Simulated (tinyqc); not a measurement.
# In-plane mass from two subband densities

Inverse problem. At zero temperature each occupied subband holds N_k = D (EF - E_k), D = md m0 q/(pi hbar^2) per eV. Two subbands are occupied. Find md, EF - E1 and EF - E2.

Constants: q = 1.602176634e-19 C, hbar = 1.054571817e-34 J s, m0 = 9.1093837015e-31 kg. Results are converted to the units shown.

N1, N2 (cm^-2): [1.3229791e12, 6.6e10]
E2 - E1 = 45.8 meV

Solution. N1 - N2 = D (E2 - E1) gives D and so md; each N_k/D is a distance to EF.

md = 0.0657 m0
EF - E1 = 48.2 meV
EF - E2 = 2.40 meV

Program tinyqc, `OMP_NUM_THREADS=1 python tinyqc.py 2140030 2140031 out.jsonl`; Intel Xeon 2.30GHz, shared host, one thread, about 0.1 s.
